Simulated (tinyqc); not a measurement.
Worked calculation: Hubbard chain of 6 sites. Computed by tinyqc, a small Python program that keeps every step. Settings: hopping = 0.51, U = 3.4, mixing = 1, iteration cap = 56. Command: `OMP_NUM_THREADS=1 python tinyqc.py 22142 22143 out.jsonl` (the two numbers bound the seeds that draw the settings). One thread of a shared host (Intel(R) Xeon(R) Processor @ 2.60GHz), about 0.3 s of CPU time with the checks. Later iterations appear only in the table of the cycle.

## Mean-field iteration 1

one-body matrix (hopping and site energies) (eV), lower triangle:
```
          1         2         3         4         5        6
1  -0.77000
2  -0.51000   0.79000
3   0.00000  -0.51000   0.53000
4   0.00000   0.00000  -0.51000  -0.93000
5   0.00000   0.00000   0.00000  -0.51000   0.58000
6   0.00000   0.00000   0.00000   0.00000  -0.51000  0.20000
```

U = 3.40000 eV

electrons, up and down: 2  1

mixing = 1

n(up) at the start (a guess, not normalised): 1 0.33300, 2 0.33300, 3 0.33300, 4 0.33300, 5 0.33300, 6 0.33300

n(down) at the start (a guess): 1 0.16700, 2 0.16700, 3 0.16700, 4 0.16700, 5 0.16700, 6 0.16700

H(up) = T + U n(down), H(down) = T + U n(up); fill the lowest levels; n(new) = n + mixing (n(out) - n); E = tr T (rho up + rho down) + U sum n_up n_down of the output.

levels, up (eV): -0.68179  -0.36225  0.46630  0.90598  1.59041  1.88816

levels, down (eV): -0.11739  0.20215  1.03070  1.47038  2.15481  2.45256

energy = -1.05975 eV

n(up) after iteration 1: 1 0.89765, 2 0.09684, 3 0.08482, 4 0.83000, 5 0.08049, 6 0.01020

n(down) after iteration 1: 1 0.01073, 2 0.00949, 3 0.08179, 4 0.81094, 5 0.07746, 6 0.00959

## Mean-field iteration 2

As before.

levels, up (eV): -0.90019  -0.10146  0.29706  0.93515  1.32736  2.24208

levels, down (eV): -0.09570  0.28350  0.94228  1.28919  2.27318  2.50754

energy = 0.28710 eV

n(up) after iteration 2: 1 0.89588, 2 0.09778, 3 0.02506, 4 0.03070, 5 0.28543, 6 0.66516

n(down) after iteration 2: 1 0.00016, 2 0.00342, 3 0.01605, 4 0.02843, 5 0.28141, 6 0.67054

## Mean-field iteration 3

As before.

levels, up (eV): -1.11126  -0.92199  0.36971  1.29919  1.44866  2.71569

levels, down (eV): -1.09105  0.37177  1.27775  1.44938  2.48889  2.70326

energy = -0.77669 eV

n(up) after iteration 3: 1 0.90133, 2 0.09590, 3 0.09744, 4 0.87010, 5 0.03452, 6 0.00070

n(down) after iteration 3: 1 0.00012, 2 0.00513, 3 0.09009, 4 0.86965, 5 0.03429, 6 0.00071

## Convergence

Each step fills the lowest levels of T + U n(other spin) and sets n(new) = n + mixing (n(out) - n); stop when output and input agree to 1e-8.

Course of the cycle:
```
iteration      E (eV)  largest |n(out) - n(in)|  mean |n_up - n_down|
1          -1.0597525                  6.44e-01               0.16667
2           0.2870972                  7.99e-01               0.16846
3          -0.7766913                  8.41e-01               0.16667
4           0.2657277                  8.46e-01               0.16671
5          -0.7558072                  8.48e-01               0.16667
6           0.2574904                  8.48e-01               0.16667
7          -0.7540696                  8.48e-01               0.16667
8           0.2567048                  8.48e-01               0.16667
9          -0.7539184                  8.48e-01               0.16667
10          0.2566320                  8.48e-01               0.16667
11         -0.7539049                  8.48e-01               0.16667
...               ...                       ...                   ...
46          0.2566245                  8.48e-01               0.16667
47         -0.7539036                  8.48e-01               0.16667
48          0.2566245                  8.48e-01               0.16667
49         -0.7539036                  8.48e-01               0.16667
50          0.2566245                  8.48e-01               0.16667
51         -0.7539036                  8.48e-01               0.16667
52          0.2566245                  8.48e-01               0.16667
53         -0.7539036                  8.48e-01               0.16667
54          0.2566245                  8.48e-01               0.16667
55         -0.7539036                  8.48e-01               0.16667
56          0.2566245                  8.48e-01               0.16667
```

Not converged within 56 iterations: the residual has stopped falling: the iteration swings between two states. The lowest mean-field energy found from random starts is -2.32052 eV. Reruns (cap 100 unless said): mixing 0.2: not converged; mixing 0.5: converged in 51 (E = -2.32052); mixing 0.9: not converged; the original settings with a cap of 400: not converged.

## Exact diagonalisation (90 states)

Lowest levels of the sector, and the double occupancy of the lowest state.

lowest levels (eV): -2.44259  -2.29030  -2.28114  -2.05523  -1.92979  -1.84146

double occupancy per site = 0.00932

## The lowest level by Lanczos steps

From a random start vector (not printed): a_j = <q_j|H|q_j>, b_j = norm of the remainder after orthogonalising; the Ritz value is the lowest eigenvalue of the tridiagonal matrix of a and b so far.

Lanczos:
```
j   a_j (eV)  b_j (eV)  lowest Ritz value (eV)
1    0.06090   2.30362               0.0609038
2    1.99498   2.34870              -1.4704180
3    1.70976   2.06359              -2.0254238
4    1.91259   2.49720              -2.2250156
5    2.44483   2.18407              -2.3375877
6    2.37103   1.98526              -2.3842550
7    1.48624   2.16254              -2.4030144
8    1.74736   2.17811              -2.4152735
9    1.67810   2.11698              -2.4252691
10   2.63846   2.29767              -2.4314511
```
